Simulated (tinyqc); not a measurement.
Deformation potentials from a strained empirical pseudopotential, step by step. Values are carried at full precision from step to step, so a last printed digit may differ when a step is redone from the rounded ones.

Diamond lattice, no spin-orbit coupling. Atomic form factor V(q) = a1 (q^2 - a2)/(a3 exp(a4 q^2) - 1) in rydberg with q in 1/bohr, for the unstrained cell. Under a strain e the reciprocal vectors and k go over into (1 + e)^(-1) G, the atoms sit at +/- tau with tau = (1 + e) a (1,1,1)/8 - zeta a (eyz, ezx, exy)/4, and H(G,G') = c |k + G|^2 delta + (V(q)/det(1 + e)) cos(q.tau), q = G - G', with the term q = 0 left out; c = hbar^2/2m0. The basis is fixed before straining: all G with |k + G|^2 up to 16 (2 pi/a)^2. k is given in units of 2 pi/a of the unstrained cell.

Constants: a0 (Bohr radius) = 0.5291772105 angstrom; hbar^2/2m0 = 3.80998211 eV angstrom^2; Ry = 13.60569312 eV.

Inputs chosen for the exercise (near those of Si; shifted at random, so the results belong to these values and not to a real crystal):
- a = 5.435 angstrom (lattice constant)
- A = (0.541, 2.177, 2.053, 0.487) (a1 (Ry bohr^2), a2 (1/bohr^2), a3, a4 (bohr^2))
- h = 0.001 (size of the test strain)
- kD = 0.82 2 pi/a (position of the Delta minimum)
- zeta = 0.63 (internal-strain parameter)

## Form factors, unstrained and under a volume change

q^2 = n (2 pi/a)^2 a0^2 for the shells n = 3, 8, 11; for e = h 1, q^2 is divided by (1 + h)^2 and V by (1 + h)^3. Last column: the change divided by the relative change of volume, (1 + h)^3 - 1.

Form factors:

| n | q^2 (1/bohr^2) | V (Ry) | V expanded (Ry) | dV/(dVol/Vol) (Ry) |
|---|---|---|---|---|
| 3 | 1.12275 | -0.22394 | -0.22408 | -0.0483 |
| 8 | 2.99401 | 0.05650 | 0.05610 | -0.1323 |
| 11 | 4.11676 | 0.07368 | 0.07346 | -0.0725 |

## Gaps under a volume change

e = -h 1, 0, +h 1; gaps from the valence top to the s-like level at Gamma (level 8), and to level 5 at (kD,0,0) and (1/2,1/2,1/2).

Gaps (eV):

| gap | e = -h | e = 0 | e = +h |
|---|---|---|---|
| Gamma, s-like | 4.25066 | 4.22397 | 4.19730 |
| Delta | 1.17624 | 1.18420 | 1.19208 |
| L | 2.09207 | 2.08628 | 2.08046 |

## Hydrostatic deformation potentials

a = [E(+h) - E(-h)]/(3 ln((1 + h)/(1 - h))).

a of the gaps to Gamma, Delta, L (eV): -8.89  2.64  -1.94

Compression opens the Gamma gap, opens the L gap and closes the Delta gap. Only differences are defined here: the absolute shifts depend on the mean potential, which this model leaves out.

## Tetragonal strain

e = diag(-h/2, -h/2, h). Level 5 at (kD,0,0) and (0,0,kD), and levels 2 to 4 at Gamma, all from the mean of the three valence levels.

Delta x, Delta z (eV): 1.18021  1.19218

valence levels (eV): -0.00990  0.00495  0.00495

## Xu of the Delta valleys and b

For e = diag(-h/2, -h/2, h): E(Delta z) - E(Delta x) = Xu (ezz - exx), and without spin-orbit coupling E(Z) - E(X, Y) = 3 b (ezz - exx); Z is the single level, X and Y the pair.

Xu = 7.98 eV
b = -3.30 eV

Stretching along z raises the valleys on the z axis and lowers the Z valence state. One-sided differences carry an error of order h. A local potential fitted to band energies alone fixes these slopes only roughly; b tends to come out too large and Xu of L too small.

## Trigonal strain

exy = eyz = ezx = h, with the internal displacement. Level 5 at (1/2,1/2,1/2) and (1/2,-1/2,-1/2), and levels 2 to 4 at Gamma, from the mean of the three valence levels.

L [111], L [1-1-1] (eV): 2.11031  2.07825

valence levels (eV): -0.01737  0.00869  0.00869

## Xu of the L valleys and d

For the tensor strain exy = eyz = ezx = h: E(L [111]) - E(L [1-1-1]) = (8/3) Xu h, and E(single valence level) - E(pair) = 3 sqrt(3) d h. Find Xu and d.

Xu (L) = 12.02 eV
d = -5.02 eV

## Checks

- Level 5 at (kD,0,0) and (0,kD,0) under the tetragonal strain (eV): both 11.2881.

Program tinyqc; command `OMP_NUM_THREADS=1 python tinyqc.py 1850402 1850403 out.jsonl`; about 0.2 s on one thread of a shared Intel(R) Xeon(R) Processor @ 2.30GHz.
